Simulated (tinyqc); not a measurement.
# Slope factor and drain-induced lowering from three currents

Inverse problem. With source and body at 0 V, I = A exp((Vg + dd Vd)/(nf Vt)) (1 - exp(-Vd/Vt)). Find nf, the swing nf Vt ln 10 and dd.

Inputs (values chosen for the exercise): temperature T = 378 K.

Constants: q = 1.602176634e-19 C, kB = 1.380649e-23 J/K, Vt = kB T/q. Results are converted to the units shown.

currents at (Vg, Vd) = (0, 0.05), (0, 1.2) and (0.07, 1.2) V (nA/um): 0.057510585  3.9298756  19.774354

Answer. The pair at equal Vd gives nf; the pair at equal Vg, after dividing out the factors 1 - exp(-Vd/Vt), gives dd.

nf = 1.33
swing = 99.8 mV/decade
dd = 0.150

Computed by the program tinyqc: `OMP_NUM_THREADS=1 python tinyqc.py 2242080 2242081 out.jsonl`, one thread of a shared Intel Xeon 2.30GHz, about 0.03 s for the whole run.
